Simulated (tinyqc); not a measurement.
# Threshold-voltage variability of a planar MOSFET, analytic estimates: effect of the oxide-equivalent thickness in inversion

Three independent sources add in quadrature: random dopants in the depleted layer, metal-gate grains of two orientations, and roughness of the two gate edges acting through the roll-off VT = VT(long) - Vr exp(-L/l). These are first-order estimates: no three-dimensional electrostatics, no percolation.

ni = sqrt(Nc Nv) exp(-Eg/(2 Vt)), Eg in volts; Cox = 3.9 eps0/ti; Wd = sqrt(4 eps0 eps_r Vt ln(Na/ni)/(q Na)); dopants: s1 = (q/Cox) sqrt(Na Wd/(3 L W)). Grains: Ng = L W/G^2 (at least 1), s2 = dW sqrt(p (1 - p)/Ng). Edges, with exponential correlation and u = W/La: the mean gate length has sL^2 = 2 De^2 (2/u)[1 - (1 - exp(-u))/u]; s3 = sL (Vr/l) exp(-L/l). s = sqrt(s1^2 + s2^2 + s3^2). l and Vr are held fixed.

Inputs (values chosen for the exercise); material values close to those of silicon: temperature T = 273 K; band gap Eg = 1.12 eV; relative permittivity of the semiconductor eps_r = 11.8; conduction-band density of states at T Nc = 2.43e19 cm^-3; valence-band density of states at T Nv = 2.27e19 cm^-3; channel doping Na = 7.1e17 cm^-3; gate length L = 32 nm; gate width W = 88 nm; metal grain size G = 5 nm; work-function difference of the two grain orientations dW = 0.1 eV; share of the orientation of higher work function p = 0.6; rms roughness of one gate edge De = 1.8 nm; correlation length of the roughness La = 15 nm; decay length of the threshold roll-off l = 6.6 nm; prefactor of the roll-off Vr = 1 V.

Constants: q = 1.602176634e-19 C, kB = 1.380649e-23 J/K, Vt = kB T/q, eps0 = 8.8541878128e-14 F/cm where lengths are in cm. Results are converted to the units shown.

The same in every row: s2 (mV) = 4.616; s3 (mV) = 1.609.

Results:
```
ti (nm)  s1 (mV)  s (mV)  s sqrt(L W) (mV um)
0.8        6.965   8.509               0.4515
1.2        10.45   11.53               0.6121
1.6        13.93   14.76               0.7834
2          17.41   18.09               0.9597
2.4        20.89   21.46                1.139
3.2        27.86   28.28                1.501
```

Estimate the missing row, ti = 2.8 nm.

Computed row:
```
ti (nm)  s1 (mV)  s (mV)  s sqrt(L W) (mV um)
2.8        24.38   24.86                1.319
```

With this row back in the table: As ti goes from 0.8 to 3.2 nm, s rises from 8.51 to 28.3 mV. The dopants are the largest source in the first and the last row. s1 goes on average as ti^(1.00). In every row the depletion depth exceeds L, so source and drain share much of the charge and s1 is rough.

Numbers from tinyqc (`OMP_NUM_THREADS=1 python tinyqc.py 2090095 2090096 out.jsonl`; about 0.01 s on one thread of a shared Intel Xeon 2.30GHz).
